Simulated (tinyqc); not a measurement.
Inside a calculation: density of states of one tight-binding band of a chain. Values are carried at full precision from step to step, so a last printed digit may differ when a step is redone from the rounded ones.

E(k) = -2 t cos(2 pi k) - 2 t2 cos(4 pi k); k in fractions of the reciprocal vectors, mesh k_i = j/N with j = 0 .. N-1. Densities are per cell and per spin, so the band holds one state.

Parameters, chosen for this exercise: t = 2.49 eV (nearest hopping); t2 = 0.16 eV (second hopping); N = 10 (mesh points along each axis); bins = 6 (bins of the histogram); E_lo = -5.413 eV (lower end of the histogram); E_hi = 4.717 eV (upper end); E = -1.41 eV (energy at which the density is wanted); sigma = 0.498 eV (Gaussian width).

## Energies on the mesh

Evaluate the band at all 10 points and collect equal values.

Distinct energies:

| E_k (eV) | points |
|---|---|
| -5.3000 | 1 |
| -4.1278 | 2 |
| -1.2800 | 2 |
| 1.7978 | 2 |
| 3.9300 | 2 |
| 4.6600 | 1 |

The 10 points give 6 distinct energies between -5.3000 and 4.6600 eV; a dense mesh gives a band from -5.300 to 4.660 eV.

## Histogram

Count the points in equal bins from E_lo to E_hi; g = count/(all points x bin width).

Histogram:

| from (eV) | to (eV) | points | g (1/eV) |
|---|---|---|---|
| -5.4130 | -3.7247 | 3 | 0.1777 |
| -3.7247 | -2.0363 | 0 | 0.0000 |
| -2.0363 | -0.3480 | 2 | 0.1185 |
| -0.3480 | 1.3403 | 0 | 0.0000 |
| 1.3403 | 3.0287 | 2 | 0.1185 |
| 3.0287 | 4.7170 | 3 | 0.1777 |

Empty bins: 2 of 6; the fullest holds 3 points. Empty bins inside the band come from the coarse mesh, not from gaps.

## Gaussian broadening at one energy

Gaussian broadening: g(E) = mean over the mesh of exp(-(E - E_k)^2/(2 sigma^2))/(sigma sqrt(2 pi)), n(E) = mean of erfc((E_k - E)/(sigma sqrt 2))/2.

Sum over the distinct energies with their counts.

n(E) = 0.3794
g(E) = 0.1549 1/eV

## Sum over all linear segments

Each interval of the mesh is a segment with E linear in k: n = (E - e1)/(e2 - e1), g = 1/(e2 - e1) between its end values.

Average n and g over all pieces of the mesh. The reference uses the same method with N = 4000.

n(E) = 0.3909
g(E) = 0.0702 1/eV
reference n(E) = 0.392
reference g(E) = 0.062 1/eV

On this mesh the linear method errs by +0.008 1/eV in g and -0.001 in n; the Gaussian sum erred by +0.092 and -0.012.

## Checks

- States below the top of the band by the linear method against one: both 1.000000.

tinyqc: `OMP_NUM_THREADS=1 python tinyqc.py 1652238 1652239 out.jsonl`; about 0.01 s, one thread, shared Intel(R) Xeon(R) Processor @ 2.30GHz.
